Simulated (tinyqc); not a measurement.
Full result against the linear law: strain, valley repopulation and piezoresistance in a many-valley conduction band. Computed by tinyqc, a small Python program. Command: `OMP_NUM_THREADS=1 python tinyqc.py 3031436 3031437 out.jsonl valleys walk`. One thread of a shared host (Intel(R) Xeon(R) Processor @ 2.30GHz), about 0.03 s of CPU time with the checks.

Valleys are ellipsoids with mass m_l along the axis a and m_t across it, parabolic, with one constant relaxation time; strain shifts the valleys and leaves the masses alone. Currents are taken along [110], along the load, and along [001], across the load.

Inputs (values chosen for the exercise, for a model crystal):

| quantity | value | unit |
|---|---|---|
| longitudinal mass m_l | 0.659 | m_0 |
| transverse mass m_t | 0.137 | m_0 |
| shear deformation potential Xi_u | 9.7 | eV |
| dilation deformation potential Xi_d | 0.86 | eV |
| C11 | 169 | GPa |
| C12 | 61.4 | GPa |
| C44 | 75.6 | GPa |
| electron density n | 1.6e+19 | 1/cm^3 |
| relaxation time tau | 100 | fs |
| temperature T | 250 | K |

Valley axes: <100> (6 valleys in 3 pairs). Load: uniaxial [110].

Constants: k_B = 8.617333262e-05 eV/K; m_0 = 9.1093837015e-31 kg; k_B = 1.380649e-23 J/K; hbar = 1.054571817e-34 J s; e = 1.602176634e-19 C.

Method:
- Each of the 6 valleys holds n_v = N_v (2/sqrt(pi)) F_1/2((E_F - dE_v)/(k_B T)), N_v = 2 (m_d k_B T/(2 pi hbar^2))^(3/2), m_d = (m_l m_t^2)^(1/3); E_F solves sum n_v = n and is counted from the unstrained edge.
- F_j(eta) = int_0^infinity x^j/(1 + exp(x - eta)) dx, without a gamma-function factor. It is evaluated after integrating by parts.
- Integrals over x = E/(k_B T) use 160 Gauss-Legendre points in u = sqrt(x) from 0 to sqrt(max(eta, 0) + 32).
- With eta_0 the reduced Fermi level without strain, r = F_-1/2(eta_0)/(2 F_1/2(eta_0)) (1 for a classical gas) and c = r (Xi_u/k_B T) (m_l - m_t)/(2 m_l + m_t): pi11 = -(2/3) c (S11 - S12), pi12 = -pi11/2, pi44 = 0, with S11 - S12 = 1/(C11 - C12).
- Compliances S11 = (C11 + C12)/((C11 - C12)(C11 + 2 C12)), S12 = -C12/((C11 - C12)(C11 + 2 C12)), S44 = 1/C44; stress sigma_ij = X n_i n_j for the unit vector n of the load; e_xx = S11 sigma_xx + S12 (sigma_yy + sigma_zz), e_xy = S44 sigma_xy/2 (tensor strain).
- Herring-Vogt shift of a valley with unit axis a: dE = Xi_d tr(e) + Xi_u a.e.a.
- Mobility tensor mu = e tau sum_v (n_v/n) [1/m_t + (1/m_l - 1/m_t) a a^T]; unstrained mu_0 = e tau (1/m_l + 2/m_t)/3; resistivity along d from the inverse tensor, rho_d = d.mu^-1.d/(n e), mobility along d = 1/(d.mu^-1.d); gauge pi_d = (rho_d/rho_0 - 1)/X.
- Linear theory: pi_l = (pi11 + pi12 + pi44)/2, pi_t = pi12 along [001].

pi11 = -70.0228 1e-11/Pa

pi12 = 35.0114 1e-11/Pa

pi44 = 0 1e-11/Pa

Resistance changes (%); at 2000 MPa the strain is near or above 1 %, where band warping, left out here, matters:

| X (MPa) | splitting (meV) | largest share | first direction | linear | second direction | linear |
|---|---|---|---|---|---|---|
| -2000 | 90.149 | 0.49301 | 20.752 | 35.011 | -25.58 | -70.023 |
| -1000 | 45.074 | 0.45496 | 15.062 | 17.506 | -20.75 | -35.011 |
| -400 | 18.030 | 0.39286 | 6.846 | 7.002 | -11.36 | -14.005 |
| -150 | 6.761 | 0.35704 | 2.618 | 2.626 | -4.86 | -5.252 |
| -50 | 2.254 | 0.34139 | 0.875 | 0.875 | -1.71 | -1.751 |
| 50 | 2.254 | 0.34973 | -0.875 | -0.875 | 1.80 | 1.751 |
| 150 | 6.761 | 0.38327 | -2.617 | -2.626 | 5.68 | 5.252 |
| 400 | 18.030 | 0.47013 | -6.857 | -7.002 | 17.26 | 14.005 |
| 1000 | 45.074 | 0.67707 | -15.610 | -17.506 | 58.72 | 35.011 |
| 2000 | 90.149 | 0.91540 | -23.852 | -35.011 | 167.72 | 70.023 |

What follows from these numbers?

Along the first direction the linear law holds within 10 % for 6 of the 10 stresses, at -400, -150, -50.0, 50.0, 150, 400 MPa. At the largest compression the full change is +20.8 % against the linear +35.0 %, at the largest tension -23.9 % against -35.0 %: once the splitting is comparable with k_B T (or E_F) the populations no longer follow it linearly, and the change must saturate when the upper valleys are empty.

Extremes, crossings and ranges named in words are read from the listed rows.
